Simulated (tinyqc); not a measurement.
One electron in a tunnel-coupled double dot: charge qubit, sensing and quantum capacitance: one step of the calculation.

Basis (left, right), H = [[ep/2, tc], [tc, -ep/2]], splitting Om = sqrt(ep^2 + 4 tc^2), ep = al times the gate voltage. In equilibrium the electron is on the right with the chance P_R = [1 + (ep/Om) tanh(Om/2 kB T)]/2.

Task. Dephasing by charge noise. Noise in ep shifts Om by (ep/Om) d + (2 tc^2/Om^3) d^2. For Gaussian d of deviation se the spread of Om is sqrt[(ep se/Om)^2 + 2 (2 tc^2 se^2/Om^3)^2], and T2* is estimated as sqrt(2) hbar/spread; Om T2*/h counts the oscillations within T2*.

Inputs (values chosen for the exercise):
- tc = 20 ueV (tunnel coupling)
- se = 1.1 ueV (deviation of quasi-static detuning noise)
- ep = 14.7 ueV (detuning)

Constants: q = 1.602176634e-19 C, hbar = 1.054571817e-34 J s, h = 6.62607015e-34 J s. Results are converted to the units shown.

Find: first-order spread; second-order spread; T2*; oscillations within T2*.

Result.

first-order spread = 0.3794 ueV
second-order spread = 0.01769 ueV
T2* = 2.451 ns
oscillations within T2* = 25.25

At ep = 0 the first-order term vanishes and T2* would be 43.5 ns.

Computed by the program tinyqc: `OMP_NUM_THREADS=1 python tinyqc.py 2470114 2470115 out.jsonl`, one thread of a shared Intel Xeon 2.30GHz, about 0.01 s for the whole run.
